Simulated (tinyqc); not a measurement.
Size of the basis: round or elliptic silicon nanowire with anisotropic valleys (Ritz method).

Wire along x = [110] on a (001) wafer, y = [-110], z = [001]. Valley groups (w = inverse masses): A, two valleys along z: w_y = 1/mt, w_z = 1/ml, m_x = mt; B, four valleys in the wafer plane: w_y = (1/ml + 1/mt)/2, w_z = 1/mt, m_x = (ml + mt)/2.

Hard wall on the ellipse (y/a)^2 + (z/b)^2 = 1, c = hbar^2/2m0. With u = y/a, v = z/b the operator is -c [(w_y/a^2) d2/du2 + (w_z/b^2) d2/dv2] on the unit disc. Basis (1 - u^2 - v^2) u^i v^j; S, X and Y are the disc integrals of f f', (df/du)(df'/du) and (df/dv)(df'/dv), from the integral of u^p v^q = 2 Gamma((p+1)/2) Gamma((q+1)/2)/((p + q + 2) Gamma((p+q+2)/2)) for even p, q; H = c (w_y X/a^2 + w_z Y/b^2).

Constants: hbar^2/2m0 = 3.80998211 eV angstrom^2.

Values chosen for the exercise (near those of a Si nanowire; not measured data):
- ml = 0.934 m0 (longitudinal mass)
- mt = 0.186 m0 (transverse mass)
- a = 36 angstrom (semi-axis along y)
- b = 36 angstrom (semi-axis along z)

Lowest level of each group with 1, 3, 6 and 21 even functions.

Levels (meV):

| functions | A | B |
|---|---|---|
| 1 | 56.86 | 75.85 |
| 3 | 53.88 | 72.99 |
| 6 | 53.82 | 72.97 |
| 21 | 53.82 | 72.97 |

One function errs by 5.6 % for A and 3.9 % for B, six by 0.00035 and 2.1e-05 meV. The error grows with the axis ratio of the stretched ellipse (2.24, 1.29); for a circle it is 6/5.783 - 1 = 3.7 %.

Computed by tinyqc, a small Python program: `OMP_NUM_THREADS=1 python tinyqc.py 1252369 1252370 out.jsonl` (the numbers bound the seed that draws the inputs); one thread of a shared host (Intel(R) Xeon(R) Processor @ 2.30GHz), about 0.06 s for the whole set of steps.
